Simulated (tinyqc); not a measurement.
Exact and approximate size effects: heat flow across a film from the phonon Boltzmann equation in the relaxation-time approximation. Computed by tinyqc, a small Python program. Command: `OMP_NUM_THREADS=1 python tinyqc.py 3025098 3025099 out.jsonl slabbte walk`. One thread of a shared host (Intel(R) Xeon(R) Processor @ 2.30GHz), about 0.01 s of CPU time with the checks.

Two black walls, hot at x = 0 and cold at x = L, emit phonons isotropically. For one free path Lambda, with tau = x/Lambda, tau_L = L/Lambda and phi = (T - T_cold)/Delta T, energy balance gives phi(tau) = (1/2) [E2(tau) + int_0^tau_L phi(s) E1(|tau - s|) ds]; E_n are the exponential integrals. The flux over the ballistic flux C v Delta T/4 is psi = 1 - 2 int_0^tau_L phi(s) E2(s) ds, and kappa_eff/kappa = (3/4) tau_L psi. kappa = C v Lambda/3 is an input, so at fixed kappa a longer free path means a smaller C v.

Inputs (values chosen for the exercise, modelled on gallium nitride): free path Lambda_1 = 140 nm.

Free-path groups: one.

Method:
- Cut the film into n equal cells with constant phi, collocated at the centres c_i: the kernel integrates to A_ij = |E2(|c_i - e_j|) - E2(|c_i - e_(j+1)|)|/2 for cell edges e_j, and A_ii = 1 - E2(half a cell); solve (1 - A) phi = E2(c)/2; psi = 1 - 2 sum_j phi_j [E3(e_j) - E3(e_(j+1))].
- Each group is solved on its own with 150 and 300 cells, psi = (4 psi(300) - psi(150))/3, and weighted by its share of kappa.
- Two-flux: kappa_eff/kappa = sum f_i/(1 + 4 Lambda_i/(3 L)). Matthiessen with the thickness: sum f_i/(1 + Lambda_i/L). Ballistic limit: sum f_i 3 L/(4 Lambda_i).

Kappa_eff/kappa:
```
L (nm),Boltzmann,two-flux,Matthiessen,ballistic limit
4.2,0.021869,0.022005,0.029126,0.0225
14,0.068678,0.069767,0.090909,0.075
35,0.15380,0.15789,0.2,0.1875
84,0.30029,0.31034,0.375,0.45
210,0.51449,0.52941,0.6,1.125
560,0.73792,0.75,0.8,3
1400,0.87562,0.88235,0.90909,7.5
3500,0.94647,0.94937,0.96154,18.75
```

What follows from these numbers?

The two-flux formula lies above the Boltzmann result by at most about 3.3 % (at L = 84 nm); the Matthiessen form is high by up to 33 %, since it misses the factor 3/4 of the ballistic limit. The thinnest film reaches 97 % of that limit, and the thickest, 25 Lambda_1, only 95 % of the bulk value. Rows below about 10 nm are near the phonon wavelength, where a particle picture fails.
